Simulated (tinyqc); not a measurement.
# Worked calculation: a stack of flat layers between unequal leads with mass mismatch, transfer matrices

Numbers from tinyqc (`OMP_NUM_THREADS=1 python tinyqc.py 2560012 2560013 out.jsonl`; about 0.01 s on one thread of a shared Intel Xeon 2.30GHz). Printed values are rounded.

One electron of energy E comes from the left lead (band edge 0); no transverse momentum. Parabolic bands, masses in units of m0, C = hbar^2/(2 m0); psi and psi'/m are continuous at every interface. The layers follow each other from left to right, then the right lead.

Parameters, values chosen for the exercise; masses and band edges of a made-up stack:
```
symbol,value,unit,meaning
mL,0.089,m0,mass in the left lead
U,"[-0.02, 0.2, 0.06]",eV,"band edges of the layers, left to right"
m,"[0.099, 0.096, 0.11]",m0,masses of the layers
d,"[1.1, 2.5, 0.8]",nm,widths of the layers
UR,-0.02,eV,band edge of the right lead
mR,0.1,m0,mass in the right lead
E,0.408,eV,electron energy
```

Constants: q = 1.602176634e-19 C, hbar = 1.054571817e-34 J s, m0 = 9.1093837015e-31 kg, hbar^2/(2 m0) = 0.0380998212 eV nm^2. Results are converted to the units shown.

## Wave numbers

k = sqrt(m (E - U)/C) where E > U, K = sqrt(m (U - E)/C) where E < U; v = k/m in the leads.

Layers:

|  | U (eV) | m (m0) | d (nm) | k or K (1/nm) | which |
|---|---|---|---|---|---|
| 1 | -0.02 | 0.099 | 1.1 | 1.05458 | k |
| 2 | 0.2 | 0.096 | 2.5 | 0.723945 | k |
| 3 | 0.06 | 0.11 | 0.8 | 1.00236 | k |

vL = 10.9692 1/nm
vR = 10.5989 1/nm

## Matrices of the layers

For the pair (psi, psi'/m) a flat layer has M = [[cos kd, (m/k) sin kd], [-(k/m) sin kd, cos kd]] with k = sqrt(m (E - U)/C) above its edge U, and M = [[cosh Kd, (m/K) sinh Kd], [(K/m) sinh Kd, cosh Kd]] with K = sqrt(m (U - E)/C) below it. M12 is in nm, M21 in 1/nm.

M of layer 1:

|  | 1 | 2 |
|---|---|---|
| 1 | 0.399308 | 0.0860676 |
| 2 | -9.76619 | 0.399308 |

M of layer 2:

|  | 1 | 2 |
|---|---|---|
| 1 | -0.236796 | 0.128835 |
| 2 | -7.32662 | -0.236796 |

M of layer 3:

|  | 1 | 2 |
|---|---|---|
| 1 | 0.695350 | 0.0788676 |
| 2 | -6.54880 | 0.695350 |

## Product of the matrices

The matrix of the later layer stands to the left: M = M_n ... M_2 M_1; det M = 1.

M:

|  | 1 | 2 |
|---|---|---|
| 1 | -0.989003 | -0.0355893 |
| 2 | 8.43289 | -0.707661 |

## Transmission and reflection

The matrix M carries (psi, psi'/m) across the stack, and v = k/m in each lead. psi = 1 + r at the left edge (incident amplitude 1) and t at the right edge. With det M = 1, a = i vR M11 - M21 and b = -vL vR M12 - i vL M22: t = 2 i vL/(a - b), r = -(a + b)/(a - b), T(E) = (vR/vL) |t|^2, R(E) = |r|^2.

t = -0.815376-0.561788i
r = -0.211080+0.089990i
T(E) = 0.947347
R(E) = 0.0526530

T(E) + R(E) = 1: the current is conserved.
